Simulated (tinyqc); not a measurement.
Landau-Devonshire theory of a uniaxial ferroelectric: one step, computed by the program tinyqc.

G(P) = (alpha/2) P^2 + (beta*/4) P^4 + (gamma/6) P^6 - E P per volume, SI units, one domain, P along the polar axis, which is normal to the film.

Problem. The 180-degree wall. With the term (g/2) (dP/dx)^2, (g/2) P'^2 = G(P) - G(Ps) across the wall: energy = int_(-Ps)^(Ps) sqrt(2 g [G(P) - G(Ps)]) dP (40 Gauss-Legendre points); width = 2 Ps over the slope at P = 0, sqrt(2 |G(Ps)|/g). Elastic coupling inside the wall is left out.

Inputs (values chosen for the exercise, modelled on barium titanate):
```
quantity                       value       unit
Curie-Weiss temperature T0       381          K
gamma                       1.72e+10  J m^9/C^6
temperature T                    292          K
gradient coefficient g       5.7e-10  J m^3/C^2
```

Sample: epitaxial film.

spontaneous polarisation Ps = 32.47230 microcoulomb/cm^2

alpha = -2.466747e+08 J m/C^2

beta* = 5.257143e+08 J m^5/C^4

well depth G(Ps) = -8.183103 MJ/m^3

Give: wall energy; wall width.

Solution.

wall energy = 43.47 mJ/m^2

wall width = 3.833 nm

Caution: far below T0* the expansion with linear alpha(T) is only a fit.
